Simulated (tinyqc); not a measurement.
Inside a calculation. Model: CMOS latch-up, two-transistor model.

Computed by the program tinyqc: `OMP_NUM_THREADS=1 python tinyqc.py 2670053 2670054 out.jsonl`, one thread of a shared Intel Xeon 2.30GHz, about 0.05 s for the whole run. Printed values are rounded.

A parasitic pnp (emitter at Vdd, base shunted by Rw) and npn (emitter at ground, base shunted by Rs) feed each other: the npn collector current flows out of the pnp base node, the pnp collector current into the npn base node. Forward-active transistors with constant gains: Icn = Isn exp(Vn/Vt), Icp = Isp (exp(Vp/Vt) - 1). A current Ii is injected into the npn base node.

Values chosen for this exercise; values close to those of bulk CMOS: temperature T = 300 K; current gain of the npn bn = 16.2; current gain of the pnp bp = 5.3; saturation current of the npn at T Isn = 2.2e-15 A; saturation current of the pnp at T Isp = 3.1e-15 A; substrate resistance shunting the npn Rs = 94 ohm; well resistance shunting the pnp Rw = 810 ohm; resistance from the pnp collector to the npn base R2 = 340 ohm; base-emitter voltage in the on state Von = 0.72 V; saturation voltage Vsat = 0.19 V; supply voltage Vdd = 2.5 V; current injected into the substrate Ii = 6.09 mA.

Constants: q = 1.602176634e-19 C, kB = 1.380649e-23 J/K, Vt = kB T/q. Results are converted to the units shown.

## Holding current and voltage

On state with both base-emitter voltages at Von: npn base current Ib = (Von/Rs + bp Von/Rw)/(bn bp - 1), holding current Ih = (bn + 1) Ib + Von/Rs, holding voltage Vh = Vsat + Von + R2 (Ib + Von/Rs).

bn bp = 85.86
Ib = 0.1457776 mA
Ih = 10.16695 mA
Vh = 3.563820 V

Vh is above Vdd = 2.5 V, so the supply cannot sustain a latched state.

## The off branch

| point | Vn (V) |
|---|---|
| 0 | 0.485 |
| 1 | 0.565 |
| 2 | 0.615 |
| 3 | 0.645 |
| 4 | 0.665 |
| 5 | 0.685 |
| 6 | 0.7 |
| 7 | 0.715 |

Node equations: Vp/Rw + Icp/bp = Icn and Vn/Rs + Icn/bn = Icp + Ii. Loop gain G = gn gp/[(1/Rw + gp/bp)(1/Rs + gn/bn)], gn = Icn/Vt, gp = (Icp + Isp)/Vt; the off state ends where G = 1, and Ii there is the trigger current. For each Vn: Icn, then Vp from the first equation, then Ii from the second.

| point | Icn (mA) | Vp (V) | Icp (mA) | Ii (mA) | G |
|---|---|---|---|---|---|
| 0 | 3.0908e-4 | 2.5035e-4 | 3.0166e-14 | 5.1596 | 1.1021e-13 |
| 1 | 0.0068235 | 0.0055270 | 7.3894e-13 | 6.0111 | 2.9797e-12 |
| 2 | 0.047203 | 0.038234 | 1.0504e-11 | 6.5455 | 7.2391e-11 |
| 3 | 0.15064 | 0.12202 | 3.4460e-10 | 6.8710 | 5.7721e-9 |
| 4 | 0.32654 | 0.26449 | 8.6030e-8 | 7.0946 | 2.9820e-6 |
| 5 | 0.70781 | 0.57144 | 0.012335 | 7.3186 | 0.79997 |
| 6 | 1.2645 | 0.70418 | 2.0941 | 5.4308 | 17.562 |
| 7 | 2.2589 | 0.73595 | 7.1566 | 0.58918 | 28.219 |

Ii peaks at 7.319 mA, at Vn = 0.6853 V where G = 1; beyond it the loop feeds itself.

## Iteration 1: response to the injected current, once round the loop per iteration

Vn at the start = 0.54 V

Icn = Isn exp(Vn/Vt); Vp solves Vp/Rw + Icp/bp = Icn; Vn(new) solves Vn/Rs + (Isn/bn) exp(Vn/Vt) = Icp + Ii.

Icn = 0.002594319 mA
Vp = 0.002101399 V
Icp = 2.625104e-13 mA
Vn after iteration 1 = 0.5724073 V

## Course of the iteration: response to the injected current, once round the loop per iteration

Stop when Vn changes by less than 1e-9 V, or after 150 iterations. Vn must stay below 1.1 V.

Course of the iteration:

| iteration | Vn (V) | \|change\| (V) |
|---|---|---|
| 1 | 0.5724073 | 0.0324 |
| 2 | 0.5724073 | 7.12e-14 |

Converged in 2 iterations. The change falls from 0.032 in the first iteration to below the tolerance in the last. An off state exists, since Ii is below the trigger current, the largest Ii that the node equations allow, 7.319 mA.
